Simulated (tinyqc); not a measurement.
# Changing the total dopant density N

Model: dopants and charged point defects at anneal temperature: Fermi-level effect, clustering and pairing. Computed by tinyqc, a small Python program. Command: `OMP_NUM_THREADS=1 python tinyqc.py 3026131 3026132 out.jsonl pairing sweep`. One thread of a shared host (Intel(R) Xeon(R) Processor @ 2.30GHz), about 0.04 s of CPU time with the checks.

Boltzmann statistics and full ionisation of active dopants. Energies are counted from the valence band; the defect (a vacancy or self-interstitial) has five charge states, with all degeneracy factors one.

Inputs (values chosen for the exercise, for a model semiconductor): gap at 0 K E_g0 = 1.65 eV; Varshni alpha = 0.000635 eV/K; Varshni beta = 171 K; electron mass m_e = 0.0819 m_0; valleys M_c = 1; hole mass m_h = 0.433 m_0; anneal temperature T = 1020 K; formation enthalpy of the neutral defect H_f = 3.54 eV; formation entropy S_f = 6 k_B; site density N_s = 2.6e+22 cm^-3; intrinsic dopant diffusivity D_i = 8.1e-14 cm^2/s; anneal time t = 1 s; dopant atoms per cluster k = 3; cluster binding energy E_b = 1.6 eV.

Dopant: donor. Second part: clustering of the dopant.

defect levels as fractions of E_g(T): (2+/+), (+/0), (0/-), (-/2-): [0.075, 0.18, 0.66, 0.92]

Constants: m_0 = 9.1093837015e-31 kg; k_B = 1.380649e-23 J/K; h = 6.62607015e-34 J s; k_B = 8.617333262e-05 eV/K.

Method:
- E_g = E_g0 - alpha T^2/(T + beta).
- N_c = 2 M_c (2 pi m_e k_B T/h^2)^(3/2) and N_v = 2 (2 pi m_h k_B T/h^2)^(3/2), masses in units of m_0.
- n_i = sqrt(N_c N_v) exp(-E_g/2 k_B T); E_i = E_g/2 + (k_B T/2) ln(N_v/N_c).
- n = A/2 + sqrt(A^2/4 + n_i^2) for an active density A.
- k ionised dopants and k carriers form one neutral cluster: C = N_s (A/N_s)^k (n/N_b)^k exp(E_b/k_B T), N_b the effective density of states of the majority band, and N = A + k C (60 bisections in ln A between ln N - 90 and ln N).
- chi = n/n_i (for acceptors n_i/p); E_F = E_i + k_B T ln chi; field enhancement h = 1 + A/sqrt(A^2 + 4 n_i^2).
- C_0 = N_s exp(S_f/k_B) exp(-H_f/k_B T). Ratios to the neutral state at E_F = E_i: r_+ = exp((E(+/0) - E_i)/k_B T), r_2+ = r_+ exp((E(2+/+) - E_i)/k_B T), r_- = exp((E_i - E(0/-))/k_B T), r_2- = r_- exp((E_i - E(-/2-))/k_B T); at other E_F state q scales as chi^(-q). The enhancement is sum r_q chi^(-q)/sum r_q. The charge on the defects is left out of neutrality.
- If every charge state of the defect carries the dopant equally well, D = D_i x enhancement x h x (active share A/N, a rough stand-in that overstates the dA/dN which immobile clusters call for), D_i being an input held fixed when T or H_f is moved; diffusion length 2 sqrt(D t).

One run for each value:
```
total dopant density N (cm^-3)  active density A (cm^-3)  enhancement over intrinsic  D/D_i  E_F (eV)  mean charge (e)
1.00e+17                                       1.000e+17                   2.113e+00    4.0     0.783           -0.731
3.00e+17                                       3.000e+17                   5.324e+00   10.6     0.875           -1.033
9.00e+17                                       8.963e+17                   1.943e+01   38.7     0.971           -1.349
3.00e+18                                       2.198e+18                   7.310e+01  107.1     1.050           -1.603
8.00e+18                                       2.983e+18                   1.207e+02   90.0     1.077           -1.677
2.00e+19                                       3.633e+18                   1.687e+02   61.3     1.094           -1.721
7.00e+19                                       4.576e+18                   2.523e+02   33.0     1.114           -1.766
2.00e+20                                       5.488e+18                   3.487e+02   19.1     1.130           -1.798
7.00e+20                                       6.782e+18                   5.121e+02    9.9     1.149           -1.830
2.00e+21                                       8.087e+18                   7.082e+02    5.7     1.164           -1.854
```

Describe and explain the trends.

Over the rows, active density A (cm^-3) rises from 1.00e17 to 8.09e18 (exponent d ln y / d ln x 1.00 between the first rows and 0.17 between the last); enhancement over intrinsic rises from 2.11 to 708 (exponent d ln y / d ln x 0.84 between the first rows and 0.31 between the last); D/D_i goes from 4.00 through a maximum among these rows, 107 at 3.00e18, to 5.73. At the low end the exponent of active density A is 1.00, close to 1: no clustering. Once clusters hold most of the dopant and A exceeds n_i, the exponent of A tends to 1/(2k) = 0.167; between the last rows it is 0.168.

Caution (rows 7.00e19, 2.00e20, 7.00e20, 2.00e21): the carrier density exceeds the effective density of states, where Boltzmann statistics understate the shift of E_F and so the density of charged defects (gap narrowing, also left out, works the other way).

Extremes, crossings and ranges named in words are read from the listed rows.
